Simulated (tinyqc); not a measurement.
One band or two: type-II superlattice in the two-band Kane model.

Motion along the axis, period d = a + b, c = hbar^2/2m0. Conduction and light-hole bands couple: (E - Ec)(E - Ev) = Ep c k^2 in each layer, with mass m(E) = (E - Ev)/Ep, which may be negative. The conduction envelope psi and psi'/m(E) are continuous; a layer carries them by [[cos kt, (m/k) sin kt], [-(k/m) sin kt, cos kt]] (cosh and sinh for k^2 < 0), and cos(q d) = tr(M_B M_A)/2. C1 is the first miniband above EvB, with its bottom at tr/2 = +1 and its top at -1; the gap is the bottom of C1 less the top heavy-hole level HH1.

Heavy holes are uncoupled: with e = EvB - E, p = sqrt(mhB e/c), w = sqrt(mhA (EvB - EvA - e)/c), the top level HH1 at q = 0 solves (p/mhB) tan(p b/2) = (w/mhA) tanh(w a/2).

Constants: hbar^2/2m0 = 3.80998211 eV angstrom^2.

Inputs chosen for the exercise (near those of an InAs/GaSb superlattice; shifted at random, so the results belong to these values and not to a real crystal): a = 47 angstrom (layer A); b = 49 angstrom (layer B); EcA = 0 eV (conduction edge of A); EvA = -0.412 eV (valence edge of A); EcB = 0.967 eV (conduction edge of B); EvB = 0.162 eV (valence edge of B); EpA = 14.5 eV (coupling energy in A); EpB = 18.2 eV (coupling energy in B); mhA = 0.34 m0 (heavy hole in A); mhB = 0.27 m0 (heavy hole in B).

Bottom of C1. One band: (k/mA) tan(k a/2) = (kappa/mB) tanh(kappa b/2) with the edge masses (Ec - Ev)/Ep and barrier EcB - EcA. Second row: mA replaced by m(E). The last column is measured against two bands.

Results:

| model | C1 (eV) | gap (meV) | error (meV) |
|---|---|---|---|
| one band, edge masses | 0.2239 | 100.4 | -23.5 |
| m(E) in A only | 0.1946 | 71.1 | -52.8 |
| two bands | 0.2474 | 123.9 | 0.0 |

mA = 0.0284 m0
mB = 0.0442 m0

With edge masses C1 errs by -23 meV, 19 % of the gap. The heavier m(E) in A changes it by -29 meV; the treatment of B changes it by +53 meV, since C1 lies 85 meV above the valence edge of B, where its mass is 0.0047 instead of 0.0442.

Program tinyqc; command `OMP_NUM_THREADS=1 python tinyqc.py 1280383 1280384 out.jsonl`; about 0.07 s on one thread of a shared Intel(R) Xeon(R) Processor @ 2.30GHz.
